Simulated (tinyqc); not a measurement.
Semiconductor laser, carrier and photon rate equations: one step of the calculation.

Carrier density N and photon density S in one mode: dN/dt = F1 = eta I/(q V) - (A N + B N^2 + C N^3) - vg g S; dS/dt = F2 = G vg g S + G be B N^2 - S/tp, with g = g0 ln(N/Ntr)/(1 + ec S). Output power P = Fo Eph S V/(G tp). No heating, no carrier transport.

Question. Threshold. gth = 1/(G vg tp), Nth = Ntr exp(gth/g0), Ith = q V (A Nth + B Nth^2 + C Nth^3)/eta. Above it S is near G tp eta (I - Ith)/(q V). Carrier lifetime at threshold Nth/(A Nth + B Nth^2 + C Nth^3).

Inputs (values chosen for the exercise):
```
symbol,value,unit,meaning
V,5.2e-11,cm^3,active volume
G,0.064,,confinement factor
vg,7.28e9,cm/s,group velocity
g0,2800,1/cm,gain coefficient
Ntr,2.4e18,cm^-3,transparency density
tp,3.4,ps,photon lifetime
A,6.5e7,1/s,defect recombination coefficient
B,8.5e-11,cm^3/s,radiative coefficient
C,1.4e-29,cm^6/s,Auger coefficient
eta,0.72,,injection efficiency
I,66,mA,drive current
```

Constants: q = 1.602176634e-19 C. Results are converted to the units shown.

Wanted: gth; Nth; Ith; estimate of S; carrier lifetime.

Answer.

gth = 631.26 1/cm
Nth = 3.0069e18 cm^-3
Ith = 15.559 mA
estimate of S = 9.4855e14 cm^-3
carrier lifetime = 2.2363 ns

Numbers from tinyqc (`OMP_NUM_THREADS=1 python tinyqc.py 2840034 2840035 out.jsonl`; about 0.01 s on one thread of a shared Intel Xeon 2.30GHz).
